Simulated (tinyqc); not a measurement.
Worked calculation: Jacobi rotations on a symmetric matrix. Computed by tinyqc, a small Python program that keeps every step. Settings: method = jacobi. Command: `OMP_NUM_THREADS=1 python tinyqc.py 22147 22148 out.jsonl` (the two numbers bound the seeds that draw the settings). One thread of a shared host (Intel(R) Xeon(R) Processor @ 2.60GHz), about 0.01 s of CPU time with the checks.

## Jacobi rotation 1

A:
```
,1,2,3
1,1.374000,-0.220000,-0.627000
2,-0.220000,1.504000,-0.532000
3,-0.627000,-0.532000,2.476000
```

Take the largest off-diagonal element A_pq; tan 2 theta = 2 A_pq / (A_qq - A_pp) with |theta| <= pi/4; A' = J^T A J with J_pp = J_qq = cos, J_pq = sin, J_qp = -sin.

p, q, theta (rad): 1.000000  3.000000  -0.424913

A':
```
,1,2,3
1,1.090296,-0.419749,0.000000
2,-0.419749,1.504000,-0.393999
3,0.000000,-0.393999,2.759704
```

## Jacobi rotation 2

As before.

p, q, theta (rad): 1.000000  2.000000  -0.556463

A':
```
,1,2,3
1,0.829199,0.000000,-0.208105
2,0.000000,1.765098,-0.334556
3,-0.208105,-0.334556,2.759704
```

## All rotations

The off-diagonal norm falls at every rotation.

Rotations:
```
step,p,q,theta,off-diagonal norm
1,1,3,-0.424913,8.14e-01
2,1,2,-0.556463,5.57e-01
3,2,3,-0.296098,2.94e-01
4,1,3,-0.096705,8.59e-02
5,1,2,-0.070374,8.29e-03
6,2,3,0.004818,5.83e-04
7,1,3,0.000199,2.81e-06
8,1,2,-2.31e-06,5.58e-10
```

eigenvalues: 0.805629  1.667268  2.881103
